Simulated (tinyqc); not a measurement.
Sputter depth profiling of a dopant layer: erosion rate, quantification and the mixing-roughness response: one step, computed by the program tinyqc. Command: `OMP_NUM_THREADS=1 python tinyqc.py 3004703 3004704 out.jsonl sims walk`. One thread of a shared host (Intel(R) Xeon(R) Processor @ 2.30GHz), about 0.01 s of CPU time with the checks.

A rastered ion beam erodes silicon (49.94 atoms per nm^3). The measured profile is the true one convolved with a depth response.

Problem. Erosion and sensitivity. Scaling chosen for the exercise: yield Y = Y1 E^0.5, mixing length w = w1 E^0.5 (E in keV). Erosion rate = Y I/(e x raster^2 x density); depth step = rate x counting time; concentration = RSF x counts/matrix counts; detection limit = RSF x 3 sqrt(background x time)/(matrix rate x time).

Inputs (values chosen for the exercise, modelled on a dopant in silicon under an oxygen or caesium beam):
```
quantity                           value    unit
beam energy E                        3.2     keV
beam current                          36      nA
raster side                          500      um
sputter yield at 1 keV               1.3       -
mixing length at 1 keV               2.1      nm
relative sensitivity factor RSF  2.1e+21  1/cm^3
matrix count rate                2.6e+06     1/s
background count rate                2.5     1/s
counting time per point                1       s
```

True profile: delta layer.

Constants: e = 1.602176634e-19 C.

Give: yield Y; mixing length w; erosion rate; depth step; detection limit.

Solution.

yield Y = 2.3255

mixing length w = 3.7566 nm

erosion rate = 0.041853 nm/s

depth step = 0.041853 nm

detection limit = 3.8312e+15 1/cm^3

Caution: with so few background counts Poisson statistics, not 3 sqrt(N), set the true limit.
